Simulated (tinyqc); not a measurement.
# Implanted layer, carriers, mobility and sheet resistance with incomplete ionisation: what changes with what

An n-type layer from the surface x = 0 to the junction xj, N(x) = N0 exp(-(x - Rp)^2/(2 sg^2)). Local neutrality (no depletion at surface or junction, no spilling of carriers), intrinsic carriers neglected, Boltzmann statistics.

Inputs (values chosen for the exercise); values close to those of arsenic in silicon over a p-type background:
```
symbol    value        unit                                 meaning
T           350           K                             temperature
Nb       2.5e15       cm^-3  background doping of the opposite type
N0       1.1e18       cm^-3             peak chemical concentration
m1         51.1  cm^2/(V s)           mobility limit at high doping
m2         1430  cm^2/(V s)  mobility limit at low doping, at 300 K
Nr      9.65e16       cm^-3    reference doping of the mobility law
am        0.695                        exponent of the mobility law
bt          2.1                          temperature exponent of m2
Ns      1.96e20       cm^-3       solubility limit of active dopant
NB      3.55e19       cm^-3  conduction-band density of states at T
Ei       0.0537          eV   ionisation energy in the dilute limit
gd            2                      degeneracy factor of the level
ks            0       eV cm              lowering of Ei per N^(1/3)
sg           63          nm                straggle after annealing
Rp           51          nm                         projected range
```

Constants: q = 1.602176634e-19 C, kB = 1.380649e-23 J/K, Vt = kB T/q. Results are converted to the units shown.

Each table varies one quantity; the others keep the values above.

## Effect of the peak chemical concentration

xj = Rp + sg sqrt(2 ln(N0/Nb)). Active dopant A = min(N, Ns); n solves n (n + Nb)/(A - Nb - n) = K, K = (NB/gd) exp(-E/Vt), E = max(Ei - ks A^(1/3), 0), so n = 2 K (A - Nb)/[Nb + K + sqrt((Nb + K)^2 + 4 K (A - Nb))]; mobility mu = m1 + (m2 (T/300 K)^(-bt) - m1)/(1 + ((A + Nb)/Nr)^am). Dose = integral of N, carrier sheet density = integral of n, 1/Rs = q integral of n mu, mean mobility 1/(q Rs sheet density), Hall mobility (unit Hall factor) = integral of n mu^2 over integral of n mu, Hall sheet density = (integral of n mu)^2/integral of n mu^2; all from 0 to xj. Integrals on 4000 steps.

Effect of the peak chemical concentration:
columns A: N0 (cm^-3); B: xj (nm); C: dose (cm^-2); D: carriers (cm^-2); E: Rs (ohm/square); F: mean mobility (cm^2/(V s)); G: Rs xj (ohm nm); H: Hall/true sheet density
```
A           B         C         D        E      F        G       H
2.5e16  186.2  3.059e11  2.576e11  3.138e4  771.9  5.843e6  0.9981
4.5e16  202.5  5.563e11  4.997e11  1.788e4  698.7  3.620e6  0.9952
8.3e16  217.7  1.031e12  9.562e11  1.071e4  609.5  2.332e6  0.9893
1.5e17  231.3  1.868e12  1.744e12     6924  516.7  1.601e6  0.9792
2.7e17  243.8  3.367e12  3.102e12     4728  425.6  1.153e6  0.9637
5e17    256.1  6.240e12  5.537e12     3329  338.6  8.526e5  0.9411
9.1e17  267.4  1.136e13  9.462e12     2471  266.9  6.607e5  0.9136
1.6e18  277.5  1.998e13  1.524e13     1926  212.6  5.346e5  0.8851
3e18    288.2  3.746e13  2.505e13     1500  166.2  4.322e5  0.8540
```

What does the table show?

As N0 goes from 2.5e16 to 3e18, xj rises from 186 to 288 nm, Rs falls from 31400 to 1500 ohm/square, the mean mobility falls from 772 to 166 cm^2/(V s) and the share of the dose that conducts goes from 84.2 through a maximum of 93.4 (at N0 = 1.5e17 among the rows listed) to 66.9 %. Rs goes as dose^(-0.94) at the low end and dose^(-0.40) at the high end; constant mobility and activation would give -1.

## Effect of the projected range

Same model as above.

Integrals on 4000 steps.

Results:
columns A: Rp (nm); B: xj (nm); C: dose (cm^-2); D: carriers (cm^-2); E: Rs (ohm/square); F: mean mobility (cm^2/(V s)); G: Rs xj (ohm nm); H: Hall/true sheet density
```
A       B         C         D     E      F        G       H
13  232.8  1.010e13  8.256e12  2932  257.9  6.825e5  0.8893
17  236.8  1.053e13  8.589e12  2840  255.9  6.725e5  0.8904
22  241.8  1.105e13  9.000e12  2734  253.7  6.610e5  0.8921
28  247.8  1.166e13  9.479e12  2617  251.6  6.486e5  0.8943
37  256.8  1.253e13  1.017e13  2464  249.2  6.327e5  0.8980
48  267.8  1.349e13  1.094e13  2305  247.5  6.172e5  0.9028
82  301.8  1.569e13  1.279e13  1961  248.9  5.918e5  0.9158
```

Estimate the missing row, Rp = 63 nm.

Computed row:
columns A: Rp (nm); B: xj (nm); C: dose (cm^-2); D: carriers (cm^-2); E: Rs (ohm/square); F: mean mobility (cm^2/(V s)); G: Rs xj (ohm nm); H: Hall/true sheet density
```
A       B         C         D     E      F        G       H
63  282.8  1.461e13  1.187e13  2129  247.1  6.021e5  0.9094
```

With this row back in the table: As Rp goes from 13 to 82, xj rises from 233 to 302 nm, Rs falls from 2930 to 1960 ohm/square, the mean mobility goes from 258 through a minimum of 247 (at Rp = 63 among the rows listed) to 249 cm^2/(V s) and the share of the dose that conducts goes from 81.7 through a minimum of 81.1 (at Rp = 48 among the rows listed) to 81.5 %.

tinyqc, about 0.01 s, one thread, Intel Xeon 2.30GHz (shared host): `OMP_NUM_THREADS=1 python tinyqc.py 2110048 2110049 out.jsonl`
